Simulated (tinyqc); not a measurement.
Raising U: Hubbard chain of 4 sites, mean field against exact. Computed by the program tinyqc. 

one-body matrix (hopping and site energies) (eV):
```
         1        2        3        4
1  -0.2600  -1.1900   0.0000   0.0000
2  -1.1900   0.4500  -1.1900   0.0000
3   0.0000  -1.1900   0.4600  -1.1900
4   0.0000   0.0000  -1.1900  -0.4800
```

electrons, up and down: 2  1

Collinear unrestricted mean field (the lowest of 40 random starts) against exact diagonalisation.

Exact and mean-field results (eV):
```
U          U/t   E exact  E mean field  mean |n_up - n_down|  double occupancy, exact  first gap in the sector
0.590    0.496  -4.17575      -4.16052                 0.250                    0.106                    0.881
1.190    1.000  -3.93942      -3.88032                 0.250                    0.091                    0.889
2.380    2.000  -3.56510      -3.36510                 0.330                    0.067                    0.830
3.570    3.000  -3.29063      -2.95293                 0.470                    0.049                    0.735
4.760    4.000  -3.08790      -2.66543                 0.568                    0.037                    0.643
7.140    6.000  -2.81818      -2.32433                 0.658                    0.022                    0.499
9.520    8.000  -2.65217      -2.13421                 0.695                    0.014                    0.401
14.280  12.000  -2.46363      -2.03195                 0.741                    0.007                    0.285
23.800  20.000  -2.29737      -1.95221                 0.747                 2.72e-03                    0.178
```

In absolute terms mean field is worst at U/t = 8.0, 0.518 eV too high: at small U it is nearly exact, and at large U it still misses the motion of the hole through a fluctuating spin background. Relative to the exact energy its error is 0.4 % at the smallest U, 20 % at most and 15 % at the largest. The double occupancy falls from 0.106 to 0.003.
